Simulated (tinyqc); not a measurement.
Minority carriers and saturation current of a heavily doped emitter: one step of the calculation.

n-type, parabolic bands, full ionisation. eta = (EF - Ec)/kB T solves N = Nc F12(eta), F12(x) = (2/sqrt(pi)) int_0^infinity sqrt(u)/(1 + exp(u - x)) du. The gap shrinks rigidly by dEg = E1 [ln(N/N0) + sqrt(ln^2(N/N0) + 0.5)], an empirical law that is here taken as the true narrowing.

Task. Fermi level. Newton step on ln F12(eta) = ln(N/Nc): eta(new) = eta - ln(Nc F12/N) F12/Fm, Fm(x) = dF12/dx = (1/sqrt(pi)) int_0^infinity u^(-1/2)/(1 + exp(u - x)) du.

Values chosen for this exercise:
```
symbol    value   unit                                     meaning
Nc      2.85e19  cm^-3  conduction-band density of states at 300 K
N        3.1e19  cm^-3                       ionised donor density
```

eta at the start (Boltzmann value) = 0.0841

Find: F12; Fm; eta after iteration 1.

Result.

F12 = 0.81737
Fm = 0.63728
eta after iteration 1 = 0.45059

Range of the model: Band tails, non-parabolic bands and incomplete ionisation are left out.

tinyqc, about 0.01 s, one thread, Intel Xeon 2.30GHz (shared host): `OMP_NUM_THREADS=1 python tinyqc.py 2330021 2330022 out.jsonl`
